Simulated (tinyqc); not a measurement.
Inside a calculation: nanosheet or nanowire with hard walls, valleys of the Si type. Values are carried at full precision from step to step, so a last printed digit may differ when a step is redone from the rounded ones.

Six ellipsoidal valleys along the cube axes: inverse mass tensor w = 1/mt + (1/ml - 1/mt) a a^T with a the unit axis. Device axes: x along the channel, z = [001], y = z x x.

Constants: hbar^2/2m0 = 3.80998211 eV angstrom^2; hbar = 6.58211957e-16 eV s; e^2/h = 3.874045865e-05 S; kB = 8.617333262e-05 eV/K.

Inputs chosen for the exercise (near those of Si; not measured data): ml = 0.933 m0 (longitudinal mass); mt = 0.191 m0 (transverse mass); channel = 110 (transport direction x on a (001) wafer); W = 120 angstrom (width, along y); H = 34 angstrom (height, along z = [001]); dE = 0.079 eV (EF above the lowest subband edge); T = 300 K (temperature); g_all = 6 (number of valleys).

## Valley masses for a [110] channel

Rotate w into the device axes and group equal valleys (|w_yz| counts); order by w_zz, then w_yy. 1/m_x = w_xx - w_xc w_c^-1 w_cx with c the block (y, z).

Valleys:

| group | valleys g | w_yy | w_zz | \|w_yz\| | m_x (m0) |
|---|---|---|---|---|---|
| A | 2 | 5.2356 | 1.0718 | 0.0000 | 0.1910 |
| B | 4 | 3.1537 | 5.2356 | 0.0000 | 0.5620 |

The lightest transport mass, 0.191 m0, belongs to group A.

## One-dimensional subbands

Hard walls around a W x H rectangle. The block w_c of w in (y, z) confines; the transport mass follows from 1/m_x = w_xx - w_xc w_c^-1 w_cx. The cross-section problem c (w_yy ky^2 + 2 w_yz ky kz + w_zz kz^2), c = hbar^2/2m0, is solved in products sin(n pi y/W) sin(l pi z/H), n, l = 1 to 12; if w_yz = 0 the levels are c pi^2 (w_yy n^2/W^2 + w_zz l^2/H^2). The w_yz term couples (n, l) to (n', l') by -2 c w_yz D_nn'(W) D_ll'(H) with D_nm(L) = 4 n m/(L (n^2 - m^2)) for n + m odd and 0 otherwise.

The ten lowest levels of all groups together, numbered within each group.

Subbands:

| label | valleys g | m_x (m0) | E (eV) |
|---|---|---|---|
| A1 | 2 | 0.1910 | 0.0485 |
| A2 | 2 | 0.1910 | 0.0896 |
| A3 | 2 | 0.1910 | 0.1531 |
| A4 | 2 | 0.1910 | 0.1579 |
| B1 | 4 | 0.5620 | 0.1785 |
| A5 | 2 | 0.1910 | 0.1941 |
| B2 | 4 | 0.5620 | 0.2032 |
| B3 | 4 | 0.5620 | 0.2444 |
| A6 | 2 | 0.1910 | 0.2536 |
| A7 | 2 | 0.1910 | 0.2625 |

The lowest subband is A1; the number of further ones in the list within kB T = 25.9 meV of it at 300 K is 0.

## Modes, density and velocity at zero temperature

With EF = E_lowest + dE, each subband below EF has k_F = sqrt(m_x (EF - E)/c), carries n = 2 g k_F/pi electrons per length (spin included), moves at v = 2 c k_F/(hbar m_x) and adds 2 g e^2/h to the ballistic conductance; c = hbar^2/2m0, 1 angstrom/s = 1e-8 cm/s.

Occupied subbands:

| label | k_F (1/angstrom) | n (1/nm) | v (1e7 cm/s) |
|---|---|---|---|
| A1 | 0.0629 | 0.801 | 3.81 |
| A2 | 0.0436 | 0.556 | 2.64 |

total n = 1.357 1/nm
ballistic conductance = 309.9 microsiemens

EF lies below the last listed level, so the count is complete for these valleys (other families, and non-parabolicity above about 0.2 eV, are left out): 2 subbands with 4 valley modes. The Fermi velocity, averaged with the densities as weights, is 3.34 x 1e7 cm/s; the mean over all filled states moving one way is half of it.

## Threshold shift from confinement

Without degeneracy the line density is N1 exp((EF - Ec)/kB T) with N1 = sum 2 g sqrt(m_x kB T/(4 pi c)) exp(-E/kB T), here over n, l up to 80 where w_yz = 0 and over all levels of a 12 x 12 sine basis otherwise; the classical value is W H Nc with Nc = 2 g_all (m_dos kB T/(4 pi c))^(3/2), m_dos = (ml mt^2)^(1/3); dVt = kB T ln(W H Nc/N1).

Form N1, W H Nc and dVt.

N1 = 0.07917 1/nm
W H Nc = 1.133 1/nm
dVt = 68.8 mV

## Checks

- Lowest level of group A on a 40 x 40 difference grid against the sine basis, eV: both 0.049.

Computed by tinyqc, a small Python program: `OMP_NUM_THREADS=1 python tinyqc.py 1281471 1281472 out.jsonl` (the numbers bound the seed that draws the inputs); one thread of a shared host (Intel(R) Xeon(R) Processor @ 2.30GHz), about 0.03 s for the whole set of steps.
